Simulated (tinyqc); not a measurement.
Spin coating of a resist or spin-on film: centrifugal thinning, evaporation and the final thickness (Emslie and Meyerhofer models): one step, computed by the program tinyqc. Command: `OMP_NUM_THREADS=1 python tinyqc.py 3111514 3111515 out.jsonl spincoat walk`. One thread of a shared host (Intel(R) Xeon(R) Processor @ 2.30GHz), about 0.08 s of CPU time with the checks.

A Newtonian film stays uniform over the wafer; solvent and solids have the same density and the concentration is uniform through the thickness.

Problem. Thinning without evaporation. dh/dt = -K h^3 gives h = h0/sqrt(1 + 2 K h0^2 t); for long times h = 1/sqrt(2 K t).

Inputs (values chosen for the exercise, of the order of those of a polymer resist in an ester solvent): starting thickness h0 = 200 micrometre; time t = 0.34 s.

flow constant K = 0.007932702 1/(micrometre^2 s)

Give: h(t) without evaporation; long-time form; time 1/(2 K h0^2).

Solution.

h(t) without evaporation = 13.58 micrometre

long-time form = 13.62 micrometre

time 1/(2 K h0^2) = 0.001576 s

The long-time form is within 0.23 %: the starting thickness is forgotten.
